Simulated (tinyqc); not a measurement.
# Junction field-effect transistor with two gates, gradual channel with velocity saturation: effects of single changes

A uniformly doped n-type channel, depleted from both sides by p+ gates; at channel potential V the depleted share of a is u = sqrt((Vbi - Vg + V)/Vp), s at the source. Electrons drift with v = mu E/(1 + mu E/vsat). Abrupt depletion edge, no series resistance, source at 0.

Parameters, values chosen for the exercise; material values close to those of gallium arsenide: temperature T = 250 K; relative permittivity of the semiconductor eps_r = 12.8; conduction-band density of states at T Nc = 3.29e17 cm^-3; band gap Eg = 1.39 eV; valence-band density of states at T Nv = 6.91e18 cm^-3; donor density of the channel Nd = 1.3e17 cm^-3; half the channel thickness a = 210 nm; low-field mobility at this doping mu = 3800 cm^2/(V s); saturation velocity vsat = 8.6e6 cm/s; gate length L = 1 um; gate width W = 200 um; acceptor density of the gates Na = 1.8e18 cm^-3; gate voltage Vg = -0.9 V.

Constants: q = 1.602176634e-19 C, kB = 1.380649e-23 J/K, Vt = kB T/q, eps0 = 8.8541878128e-14 F/cm where lengths are in cm. Results are converted to the units shown.

Each table varies one quantity; the others keep the values above.

## Effect of the low-field mobility at this doping on saturation

ni = sqrt(Nc Nv) exp(-Eg/(2 Vt)), Eg in volts; Vbi = Vt ln(Na Nd/ni^2); Vp = q Nd a^2/(2 eps0 eps_r); G0 = 2 q mu Nd a W/L; Z = mu Vp/(vsat L); s = sqrt((Vbi - Vg)/Vp). I = (G0 Vp/3) F/(1 + Z (u^2 - s^2)), F = 3 (u^2 - s^2) - 2 (u^3 - s^3), with u at V = Vd; Z = 0 gives constant mobility, for which u stops at 1. The current peaks at u = um, the root of (1 - u)(1 + Z (u^2 - s^2)) = Z F/3; beyond Vdsat = Vp (um^2 - s^2) it is held at that value. gm = G0 (um - s)/(1 + Z (um^2 - s^2)).

Result of one run:
```
mu (cm^2/(V s)),Z,um,Vdsat (V),Isat (mA),Isat for Z = 0 (mA),gm (mS)
760,3.581,0.9154,1.155,12.73,29.36,11.30
```

What becomes of these results when the low-field mobility at this doping mu is changed from 760 to 15000 cm^2/(V s), all else the same?

Result of the changed run:
```
mu (cm^2/(V s)),Z,um,Vdsat (V),Isat (mA),Isat for Z = 0 (mA),gm (mS)
15000,70.68,0.8039,0.3780,29.50,579.4,20.83
```

The whole series:
```
mu (cm^2/(V s)),Z,um,Vdsat (V),Isat (mA),Isat for Z = 0 (mA),gm (mS)
760,3.581,0.9154,1.155,12.73,29.36,11.30
1300,6.126,0.8924,0.9864,16.18,50.22,13.58
2100,9.895,0.8719,0.8399,19.27,81.12,15.45
3400,16.02,0.8524,0.7031,22.21,131.3,17.11
5600,26.39,0.8339,0.5767,25.00,216.3,18.59
9200,43.35,0.8176,0.4681,27.44,355.4,19.82
15000,70.68,0.8039,0.3780,29.50,579.4,20.83
```

As mu goes from 760 to 15000 cm^2/(V s), Vdsat falls from 1.15 to 0.378 V, Isat rises from 12.7 to 29.5 mA and gm rises from 11.3 to 20.8 mS. Isat is 0.434 of the constant-mobility value in the first row and 0.0509 in the last. In every row Nd is not small against Nc, so the Boltzmann form of Vbi is rough.

## Effect of the gate voltage on saturation

Same model as above.

The same in every row: Z = 17.91.

Effect of the gate voltage on saturation:
```
Vg (V),um,Vdsat (V),Isat (mA),Isat for Z = 0 (mA),gm (mS)
-2.3,0.9811,0.2594,2.846,7.061,10.28
-1.92,0.9515,0.4076,7.300,26.59,12.92
-1.53,0.9155,0.5255,12.71,60.38,14.77
-1.15,0.8762,0.6198,18.63,107.6,16.38
-0.77,0.8327,0.6990,25.17,169.9,18.04
-0.38,0.7835,0.7667,32.57,251.0,19.97
0,0.7303,0.8201,40.58,348.4,22.29
```

Read the table: what changes, and by how much?

As Vg goes from -2.3 to 0 V, Vdsat rises from 0.259 to 0.820 V, Isat rises from 2.85 to 40.6 mA and gm rises from 10.3 to 22.3 mS. Isat is 0.403 of the constant-mobility value in the first row and 0.116 in the last. For Vg = -2.3 to -1.92 V the open channel at the source, (1 - s) a, is under two Debye lengths, so the abrupt edge is rough. In every row Nd is not small against Nc, so the Boltzmann form of Vbi is rough.

Numbers from tinyqc (`OMP_NUM_THREADS=1 python tinyqc.py 2500058 2500059 out.jsonl`; about 0.06 s on one thread of a shared Intel Xeon 2.30GHz).
